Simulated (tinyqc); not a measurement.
Precursor delivery by bubblers, mass-transport growth and the solid composition of a III-V alloy: one step, computed by the program tinyqc.

1 sccm = 44.615 micromol/min; 1 torr = 133.322 Pa. The sources decompose fully at the surface.

Question. Mass transport. Mean velocity u = (F_t/A)(760/p)(T/273); D = D0 (T/273)^1.75 (760/p); boundary layer delta = sqrt(pi D z/u); flux = D dp/(delta k_B T); growth rate = flux x a^3/4.

Inputs (values chosen for the exercise, modelled on trimethylgallium (source 1) and trimethylindium (source 2) for the vapour pressures):
```
quantity                           value      unit
total flow F_t                       3.4       slm
reactor pressure p                    40      torr
growth temperature T                 830         K
diffusivity at 273 K and 760 torr   0.47    cm^2/s
flow cross-section A                  78      cm^2
distance from the leading edge z     9.1        cm
lattice constant a                  5.53  angstrom
```

Constants: k_B = 1.380649e-23 J/K.

Give: velocity u; D; boundary layer delta; growth rate per torr of group III.

Answer.

velocity u = 41.97 cm/s

D = 62.51 cm^2/s

boundary layer delta = 6.526 cm

growth rate per torr of group III = 169.6 micrometre/(h torr)

Caution: the boundary layer is a quarter or more of the root of the cross-section, so it fills much of the channel and depletion along the flow matters.
